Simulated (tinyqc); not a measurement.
Hot carriers by balance equations with a heated Maxwellian: one step, computed by the program tinyqc.

The carriers follow a Maxwellian at an electron temperature T_e, slightly displaced; the drift energy is neglected against k_B T_e. The balance averages the rate, not the time, so mu_0 lies below the relaxation-time value.

Task: Drift velocity. Parabolic band: E = hbar^2 k^2/(2 m), speed v = hbar k/m, states per spin, volume and energy g(E) = m k/(2 pi^2 hbar^2). Masses are multiplied by m_0 and all formulas are in SI units. Phonon occupation N_q = 1/(exp(hbar w/(k_B T)) - 1). Acoustic deformation potential (elastic, equipartition, absorption and emission together): 1/tau = 2 pi k_B T D_A^2 g(E)/(hbar rho v_l^2). Optical or intervalley deformation potential: 1/tau = (pi Z_f D_o^2/(rho w)) [N_q g(E + hbar w) + (N_q + 1) g(E - hbar w)], with g = 0 below the band edge. Averages over the Maxwellian, <y> = int y x^(1/2) exp(-x) dx / int x^(1/2) exp(-x) dx with x = E/(k_B T_e), split at x_0 = hbar w/(k_B T_e): 64 Gauss-Legendre points in sqrt(x) below it and 128 in sqrt(x - x_0) above it, up to x = 32. Momentum balance: mu(T_e) = e/(m nu), nu = <x (sum of rates)>/<x>. Power lost per carrier: P(T_e) = hbar w <emission rate - absorption rate> + <(2 m v_l^2/(k_B T)) (E - 2 k_B T) acoustic rate>. v = mu(T_e) F; warm-carrier coefficient (mu/mu_0 - 1)/F^2.

Inputs (values chosen for the exercise, for a model non-polar semiconductor):

| quantity | value | unit |
|---|---|---|
| effective mass m | 0.15 | m_0 |
| density rho | 3880 | kg/m^3 |
| sound velocity v_l | 8450 | m/s |
| acoustic deformation potential D_A | 13 | eV |
| phonon energy hbar w | 42.5 | meV |
| optical or intervalley deformation potential D_o | 8.8 | 1e8 eV/cm |
| final valleys Z_f | 1 | - |
| lattice temperature T | 300 | K |
| electric field F | 1.3 | kV/cm |

Band: parabolic. Solver: damped fixed point.

electron temperature T_e = 466.0480 K

low-field mobility mu_0 = 6318.186 cm^2/(V s)

Constants: k_B = 8.617333262e-05 eV/K; k_B = 1.380649e-23 J/K; e = 1.602176634e-19 C; hbar = 1.054571817e-34 J s; m_0 = 9.1093837015e-31 kg; hbar = 6.582119569e-16 eV s.

Give: mobility mu(T_e); drift velocity; mu/mu_0; (mu/mu_0 - 1)/F^2.

Result:

mobility mu(T_e) = 4703.3 cm^2/(V s)

drift velocity = 0.61143 1e7 cm/s

mu/mu_0 = 0.74440

(mu/mu_0 - 1)/F^2 = -0.15124 cm^2/kV^2
